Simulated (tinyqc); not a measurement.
Field length and prefactor from two substrate currents.

Question. For Em = (Vd - Vdsat)/l, Isub/Id = (Ai/Bi)(Vd - Vdsat) exp(-Bi l/(Vd - Vdsat)), and l = sqrt(3 tox xj). Find l, Ai and xj.

Inputs (values chosen for the exercise):
- tox = 3.3 nm (oxide thickness)
- Bi = 1.81 MV/cm (ionisation field)

Isub/Id at Vd - Vdsat = 1.3 and 1.8 V: 0.0349078945  0.135734182

Answer. ln[Isub/(Id (Vd - Vdsat))] is linear in 1/(Vd - Vdsat) with slope -Bi l.

l = 26.70 nm
Ai = 2.000e6 1/cm
xj = 72.00 nm

Computed by the program tinyqc: `OMP_NUM_THREADS=1 python tinyqc.py 2550025 2550026 out.jsonl`, one thread of a shared Intel Xeon 2.30GHz, about 0.01 s for the whole run.
